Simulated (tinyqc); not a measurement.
# Single-oscillator infrared dielectric function of a polar cubic crystal, step by step

A worked calculation. Computed by tinyqc, a small Python program that keeps every step. Command: `OMP_NUM_THREADS=1 python tinyqc.py 3029531 3029532 out.jsonl infrared walk`. One thread of a shared host (Intel(R) Xeon(R) Processor @ 2.30GHz), about 0.01 s of CPU time with the checks. Intermediate numbers are printed to about 5 digits and carried at full precision; extremes and crossings named in words are read from the listed rows.

One ion pair, charges +Z* and -Z*, in a cell of volume Omega = a^3. Frequencies omega are given as wavenumbers (1/cm); eps_s is the static dielectric constant.

Inputs (values chosen for the exercise, for a model crystal):
```
quantity                         value      unit
lattice constant a                4.14  angstrom
mass M_A                          39.6         u
mass M_B                           103         u
omega_TO                           156      1/cm
Born charge Z*                    2.48         e
eps_inf                           2.29         -
phonon damping gamma               1.3      1/cm
probe frequency / omega_TO       0.614         -
eps_m of the surrounding medium    3.9         -
```

Structure: caesium chloride. Free carriers: absent.

Constants: nu for 1 eV/(angstrom^2 u) = 15.6333042 THz; 1 THz = 33.35640952 1/cm; e^2/(4 pi eps_0) = 14.39964548 eV angstrom.

## LO frequency and static constant from the Born charge

mu = M_A M_B/(M_A + M_B); ionic plasma term W^2 = 4 pi Z*^2 (e^2/(4 pi eps_0))/(Omega mu) in eV/(angstrom^2 u), turned into 1/cm by W = 15.6333042 x 33.35640952 x sqrt(W^2); omega_LO^2 = omega_TO^2 + W^2/eps_inf; eps_s = eps_inf + W^2/omega_TO^2; Szigeti charge 3 Z*/(eps_inf + 2); longitudinal (Callen) charge Z*/eps_inf.

reduced mass mu = 28.603 u

W = 386.15 1/cm

omega_LO = 299.08 1/cm

eps_s = 8.4172

Szigeti charge = 1.7343 e

Callen charge = 1.0830 e

omega_LO/omega_TO = 1.917; the ions supply 73 % of eps_s, as in a strongly ionic or soft-mode crystal.

## Optical constants at the probe frequency

eps(omega) = eps_inf + W^2/(omega_TO^2 - omega^2 - i gamma omega); n + i k = sqrt(eps) with k >= 0; R = |(n + i k - 1)/(n + i k + 1)|^2 at normal incidence from vacuum. omega is the probe ratio times omega_TO. Intensity decays over 1/(4 pi omega k); the loss function is Im(-1/eps).

omega = 95.784 1/cm

Re eps = 12.124

Im eps = 0.080768

n = 3.4820

k = 0.011598

reflectivity R = 0.30667

penetration depth of the intensity = 716.34 micrometre

loss function = 5.4942e-04

Re eps is positive and k is small against n: the wave propagates.

## Spectrum around the optical phonon

The loss function is Im(-1/eps).

Spectrum:
```
omega (1/cm)      Re eps      Im eps          R  Im(-1/eps)
78                10.459    0.045385    0.27841  4.1486e-04
133               24.708     0.58312    0.44234  9.5467e-04
151               97.868      12.223    0.66808   0.0012565
156                 2.29      735.26    0.90084   0.0013600
192              -9.6075     0.23704    0.98569   0.0025664
228              -3.1026    0.057811    0.98413   0.0060036
270             -0.78025    0.022190    0.97218    0.036420
299           -0.0016502    0.013690    0.73356      71.998
305              0.11925    0.012530    0.23643     0.87151
317              0.33201    0.010596   0.072294    0.096027
344              0.70374   0.0075465  0.0076803    0.015236
449               1.4488   0.0027698  0.0085426   0.0013195
748               2.0114  5.0626e-04   0.029911  1.2514e-04
```

R peaks among these rows at 192 per cm with 0.99 and is lowest, 0.008, at 344; far above omega_LO it tends to ((sqrt(eps_inf) - 1)/(sqrt(eps_inf) + 1))^2 = 0.042. Im eps is largest at 156 and the loss function at 299: absorption marks the TO mode and the loss function the LO mode. Re eps is negative in some rows, where R averages 0.92.

## Surface and particle modes

Without damping, eps(omega) = -x eps_m gives omega^2 = omega_TO^2 (eps_s + x eps_m)/(eps_inf + x eps_m): x = 1 for a flat surface at large wave vector, x = 2 for the dipole mode of a small sphere. The reflectivity R for light from vacuum (not from the medium eps_m) vanishes where eps = 1, omega^2 = omega_TO^2 (eps_s - 1)/(eps_inf - 1).

surface mode = 220.06 1/cm

sphere mode = 197.77 1/cm

zero of R = 374.07 1/cm

Both modes lie between omega_TO and omega_LO, at 45 % and 29 % of the way up.

## Phonon polaritons

Transverse waves without damping obey Q^2 = omega^2 eps(omega), Q = wave vector/(2 pi) in 1/cm: eps_inf omega^4 - (eps_inf omega_LO^2 + Q^2) omega^2 + Q^2 omega_TO^2 = 0.

Branches (1/cm):
```
Q     lower branch  upper branch  Q/sqrt(eps_s)  Q/sqrt(eps_inf)
45           15.45         300.2           15.5             29.7
140          46.62         309.6           48.3             92.5
270          82.25         338.4           93.1            178.4
450         114.26         406.0          155.1            297.4
680         134.07         522.9          234.4            449.4
1100        146.85         772.2          379.1            726.9
2300        153.82        1541.4          792.8           1519.9
4500        155.43        2984.6         1551.1           2973.7
```

The lower branch starts as light slowed by sqrt(eps_s) (0.996 of that line) and ends at 0.996 omega_TO; the upper starts at 1.004 omega_LO and ends at 1.004 of the light line with eps_inf. No branch lies between omega_TO and omega_LO.

Checks made by the program: Lyddane-Sachs-Teller relation eps_s/eps_inf = (omega_LO/omega_TO)^2 (relative difference below 1e-10).
